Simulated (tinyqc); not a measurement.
Voltage acceleration of oxide breakdown, four models on the same data: one step of the calculation.

Field E = V/tox in MV/cm. Models: ln(t63/1 s) = a - c X with X = E (E model), -1/E (1/E model), ln V (power law, c the exponent n) or sqrt(E).

Question. Fitting the models. The three stress times were made with the power model, c = 34.3, and are treated as data. For each model fit ln t63 on X by least squares over the three points.

Inputs (values chosen for the exercise):
- tox = 4.2 nm (oxide thickness)

```
stress  V (V)  t63 (s)
0        3.16  1.361e6
1        3.76     3500
2        4.43    12.63
```

Find: c; a; largest misfit in ln t63 (0: below 0.002).

Answer.

```
model        c        a  largest misfit in ln t63 (0: below 0.002)
E       3.8262   42.740                                    0.32549
1/E     303.15  -26.025                                    0.32314
power   34.301   53.589                                    0.00000
sqrt E  22.953   77.000                                    0.16311
```

The worst misfit of any model is 0.33 in ln t63, a factor of 1.38 in time, comparable to the scatter of t63 from small samples, so such data hardly tell the models apart.

Range of the model: All four laws are empirical fits; none is established far below the stress range.

tinyqc, about 0.01 s, one thread, Intel Xeon 2.30GHz (shared host): `OMP_NUM_THREADS=1 python tinyqc.py 2070124 2070125 out.jsonl`
